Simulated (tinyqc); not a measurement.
Finnis-Sinclair potential for a bcc metal: fit to cohesion and elasticity, then vacancy, surfaces and structure: one step, computed by the program tinyqc. Command: `OMP_NUM_THREADS=1 python tinyqc.py 3113710 3113711 out.jsonl fsfit walk`. One thread of a shared host (Intel(R) Xeon(R) Processor @ 2.30GHz), about 0.01 s of CPU time with the checks.

E = (1/2) sum V(r) - A sqrt(rho), rho = sum phi(r), phi = (r - d)^2 for r < d, V = (r - c)^2 (c0 + c1 r + c2 r^2) for r < c. In bcc the 8 first neighbours lie at sqrt(3) a/2 and the 6 second at a; both cut-offs lie below the third shell; Omega = a^3/2; E is per atom and z the number of atoms in a shell. The four constants A, c0, c1, c2 are fitted to E_c, zero pressure, B and C12 - C44 alone, so C44 and C11 - C12 are not matched singly; defects are unrelaxed.

Problem. Unrelaxed vacancy. E_v = -A sum_shells z [sqrt(rho - phi(r)) - sqrt(rho)] - (1/2) sum z V(r): the neighbours lose one bond each, and the atom is put back in the bulk.

Inputs (values chosen for the exercise, modelled on niobium): lattice constant a = 3.3 angstrom; cohesive energy E_c = 7.48 eV; density cut-off d/a = 1.202; pair cut-off c/a = 1.26.

c0, c1, c2 (eV/angstrom^2, eV/angstrom^3, eV/angstrom^4): [-0.742845, 1.418879, -0.349764]

A = 3.068165 eV/angstrom

rho = 12.50015 angstrom^2

Give: V at the two shells; phi at the two shells; vacancy energy E_v; E_v/E_c.

Solution.

V at the two shells (eV): [0.770, 0.096]

phi at the two shells (angstrom^2): [1.23, 0.44]

vacancy energy E_v = 2.18 eV

E_v/E_c = 0.291

A pair potential would give E_v = E_c; the square root lowers the ratio to 0.29.
